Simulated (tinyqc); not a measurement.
Epitaxial growth on a vicinal surface: Burton-Cabrera-Frank step flow, step-edge barrier and island nucleation. Changing the deposition rate F. Computed by tinyqc, a small Python program. Command: `OMP_NUM_THREADS=1 python tinyqc.py 3028097 3028098 out.jsonl stepflow sweep`. One thread of a shared host (Intel(R) Xeon(R) Processor @ 2.30GHz), about 0.04 s of CPU time with the checks.

Adatoms land at rate F, hop on a square grid (a simplification for hexagonal faces), desorb, or join steps. Lengths are in units of a and n is the adatom coverage. Steps ascend at x = 0 and descend at x = l.

Inputs (values chosen for the exercise, close to those used for Ge(001)): site spacing a = 4 angstrom; step height h = 1.41 angstrom; diffusion barrier E_d = 0.683 eV; desorption energy E_a = 2.65 eV; adatom formation energy E_f = 1.1 eV; step-edge barrier E_s = 0 eV; attempt frequency nu = 5 THz; miscut angle = 2 degrees; temperature T = 390 C; critical nucleus size i = 1.

Constants: k_B = 8.617333262e-05 eV/K.

Method:
- D = nu exp(-E_d/(k_B T)) (a^2/s, nu counted per direction); tau = exp(E_a/(k_B T))/nu; x_s = sqrt(D tau); n_eq = exp(-E_f/(k_B T)); terrace width l = h/(a tan(miscut)); Schwoebel length l_s = exp(E_s/(k_B T)) - 1.
- Temperatures in kelvin are T(C) + 273.15.
- D n'' - n/tau + F = 0 with n(0) = n_eq and -l_s n'(l) = n(l) - n_eq. With u = n - F tau, A = n_eq - F tau, y = l/x_s, s = l_s/x_s: u = A cosh(x/x_s) + B sinh(x/x_s), B = A (1 - cosh y - s sinh y)/(sinh y + s cosh y). Flux into the ascending step J+ = D B/x_s, over the descending one J- = -(D/x_s)(A sinh y + B cosh y); step velocity J+ + J-; growth rate (J+ + J-)/l. For small y: J+ + J- = (F - n_eq/tau) l, J-/J+ = l/(l + 2 l_s).
- The coverage peaks where n' = 0, tanh(x/x_s) = -B/A.
- Island density on a flat surface without desorption: N = 0.25 (F/D)^(i/(i+2)) exp(E_i/((i+2) k_B T)) per site, with E_i = 0 for i = 1; spacing l_n = N^(-1/2). Step flow needs an effective width l_eff = 2 x(peak) below l_n.

One run for each value; columns: (1) deposition rate F (layers/s); (2) island density N on a flat surface (per site); (3) ratio l_eff/l_n; (4) growth rate (layers/s); (5) peak coverage:
```
(1)         (2)     (3)        (4)        (5)
0.003  0.000113  0.1074  3.000e-03  5.553e-09
0.009  0.000163  0.1290  9.000e-03  7.924e-09
0.03   0.000244  0.1577  3.000e-02  1.622e-08
0.09   0.000352  0.1894  9.000e-02  3.993e-08
0.3    0.000526  0.2315  3.000e-01  1.229e-07
0.9    0.000758  0.2780  9.000e-01  3.600e-07
3      0.001133  0.3398  3.000e+00  1.190e-06
9      0.001634  0.4080  9.000e+00  3.560e-06
30     0.002441  0.4987  3.000e+01  1.186e-05
```

Over the rows, island density N on a flat surface (per site) rises from 1.13e-4 to 0.00244 (exponent d ln y / d ln x about 0.33 throughout); ratio l_eff/l_n rises from 0.107 to 0.499 (exponent d ln y / d ln x about 0.17 throughout); growth rate (layers/s) rises from 0.00300 to 30.0 (exponent d ln y / d ln x about 1.0 throughout). The exponent of island density N on a flat surface stays at 0.33: i/(i+2) with i = 1. The exponent of growth rate stays at 1: the growth follows the flux. At the high end the exponent of peak coverage is 1.00, close to 1: the excess over n_eq dominates.

Caution (all rows): the prefactor 0.25 and the criterion are estimates, good to a factor of about two in length.

Extremes, crossings and ranges named in words are read from the listed rows.
